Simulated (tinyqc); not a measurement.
What moves the results: strain-driven crossing of the Gamma and L valleys in a germanium-like crystal. A value that a table varies takes the place of the one given here.

Biaxial loads: e0 is the in-plane strain e_par and the normal is free. (001): e_perp = -2 (C12/C11) e_par; exx = eyy = e_par, ezz = e_perp, no shear. (111): e_perp = -(2 C11 + 4 C12 - 4 C44)/(C11 + 2 C12 + 4 C44) e_par; exx = eyy = ezz = (2 e_par + e_perp)/3 and exy = eyz = ezx = (e_perp - e_par)/3. (110): e_perp = -(C11 + 3 C12 - 2 C44)/(C11 + C12 + 2 C44) e_par; exx = eyy = (e_par + e_perp)/2, ezz = e_par, exy = (e_perp - e_par)/2, eyz = ezx = 0. Uniaxial loads: a stress along n, scaled so that n.e.n = e0, with exx = s11 sxx + s12 (syy + szz), exy = s44 sxy/2, s11 = (C11 + C12)/((C11 - C12)(C11 + 2 C12)), s12 = -C12/((C11 - C12)(C11 + 2 C12)), s44 = 1/C44.

Edges from the unstrained valence top: Gamma at Eg + ac tr(e); an L valley with unit axis u at EgL + aL tr(e) + XuL (u.e.u - tr(e)/3), u along [111], [1-1-1], [-11-1], [-1-11]; valence edges are the levels of the 6 x 6 matrix of X, Y, Z times spin with -Dso/3 + l exx + m (eyy + ezz) on the diagonal (cyclic), n exy off it, l = av + 2 b, m = av - b, n = sqrt(3) d. Spin-orbit term (Dso/3) L.sigma on X, Y, Z with (L_k)_ij = -i epsilon_kij: <X+|H|Y+> = -i Dso/3, <X+|H|Z-> = Dso/3, <Y+|H|Z-> = -i Dso/3, <Z+|H|X-> = -Dso/3, <Z+|H|Y-> = i Dso/3, <X-|H|Y-> = i Dso/3, and their conjugates; + and - are the spin along z.

Constants: kB = 8.617333262e-05 eV/K.

Values chosen for the exercise (near those of Ge, gaps at low temperature; the results hold for these values, not for the real material): Eg = 0.916 eV (gap at Gamma to the s-like level); EgL = 0.756 eV (gap to L); Dso = 0.29 eV (spin-orbit splitting); ac = -8.15 eV (conduction deformation potential); av = 1.23 eV (valence hydrostatic potential); b = -2.53 eV (tetragonal shear potential); d = -5.38 eV (trigonal shear potential); aL = -1.32 eV (hydrostatic potential of the L edge, Xd + Xu/3); XuL = 16.66 eV (uniaxial potential, L); C11 = 129.4 GPa; C12 = 48.6 GPa; C44 = 66.9 GPa; load = uniaxial [100] (kind of strain); mG = 0.0404 m0 (mass at Gamma); mL = 0.561 m0 (density-of-states mass of the four L valleys together); T = 77 K (temperature); e0 = 0.0172 (size of the strain).

## Which strain makes the gap direct

For tension the difference Gamma minus lowest L is linear in e0; slope per 1 % and the e0 at which it vanishes (a dash: no crossing below 15 %), with the gap there.

Results:

| load | slope (meV per 1 %) | crossing e0 (%) | gap at the crossing (eV) |
|---|---|---|---|
| biaxial (001) | -85.3 | 1.88 | 0.579 |
| biaxial (110) | -24.9 | 6.42 | -0.492 |
| biaxial (111) | 41.8 | - | - |
| uniaxial [100] | -31.0 | 5.16 | 0.530 |
| uniaxial [111] | -3.8 | - | - |
| uniaxial [110] | 15.6 | - | - |

The smallest strain is needed for biaxial (001) (1.88 %), then uniaxial [100] (5.16 %). No crossing below 15 % is found for biaxial (111), uniaxial [111] and uniaxial [110]: shear splits the L valleys and pulls the lowest down nearly as fast as, or faster than, Gamma. Loads without off-diagonal strain, (001) and [100], gain (ac - aL) tr(e) = -68 meV per 1 % of volume. Crossings beyond about 3 % are sensitive to second-order terms, left out here. For uniaxial [111] the slope is a near cancellation, so terms beyond this linear model decide. A gap at or below zero marks a crossing beyond the range of this linear model.

## Sweep of a uniaxial [100] strain

The valence splitting is the distance of the top two edges. Share in Gamma = mG^(3/2)/(mG^(3/2) + (mL^(3/2)/4) sum_i exp(-(E_Li - E_Gamma)/kT)).

Results:

| e0 (%) | direct gap (eV) | indirect gap (eV) | Gamma - L (meV) | valence splitting (meV) | share in Gamma (%) |
|---|---|---|---|---|---|
| 0.00 | 0.916 | 0.756 | 160 | 0 | 6.51e-11 |
| 0.80 | 0.856 | 0.721 | 135 | 47 | 2.74e-09 |
| 1.60 | 0.796 | 0.686 | 110 | 83 | 1.15e-07 |
| 2.40 | 0.737 | 0.651 | 86 | 108 | 4.83e-06 |
| 3.20 | 0.677 | 0.616 | 61 | 126 | 0.000203 |
| 4.00 | 0.617 | 0.581 | 36 | 139 | 0.00853 |
| 4.80 | 0.557 | 0.546 | 11 | 148 | 0.357 |
| 5.60 | 0.497 | 0.511 | -14 | 155 | 13.1 |

Gamma drops below the lowest L valley between e0 = 4.80 and 5.60 %. The direct gap goes from 0.916 to 0.497 eV; of that change -0.180 eV comes from the rise of the valence top through the shear terms and the rest from the volume. The share in Gamma goes from 6.51e-11 to 13.1 %. Beyond about 3 % terms of second order in the strain, left out here, matter.

## What each parameter does

Direct gap, Gamma minus the lowest L edge and the valence splitting. Each row changes one parameter from the base and keeps the others.

Results:

| case | direct gap (eV) | Gamma - L (meV) | valence splitting (meV) |
|---|---|---|---|
| base | 0.7874 | 106.7 | 87.0 |
| C12 = 55.89 GPa | 0.7954 | 113.4 | 88.4 |
| C44 = 76.935 GPa | 0.7874 | 106.7 | 87.0 |
| Dso = 0.2465 eV | 0.7874 | 106.7 | 82.8 |
| d = -6.187 eV | 0.7874 | 106.7 | 87.0 |
| XuL = 14.161 eV | 0.7874 | 106.7 | 87.0 |
| av = 1.4145 eV | 0.7859 | 106.7 | 87.0 |
| ac = -9.3725 eV | 0.7778 | 97.1 | 87.0 |

The largest shifts from the base row, up to three for each result and ties (the steps differ in size, so this ranks the rows, not the parameters). direct gap (eV): ac -0.0095, C12 +0.0080, av -0.0014; unchanged at the printed digits by C44, Dso, d and XuL. Gamma - L (meV): ac -9.5, C12 +6.7; unchanged at the printed digits by C44, Dso, d, XuL and av. valence splitting (meV): Dso -4.3, C12 +1.4; unchanged at the printed digits by C44, d, XuL, av and ac.

Computed by tinyqc, a small Python program: `OMP_NUM_THREADS=1 python tinyqc.py 1080394 1080395 out.jsonl` (the numbers bound the seed that draws the inputs); one thread of a shared host (Intel(R) Xeon(R) Processor @ 2.30GHz), about 0.01 s for the whole set of steps.
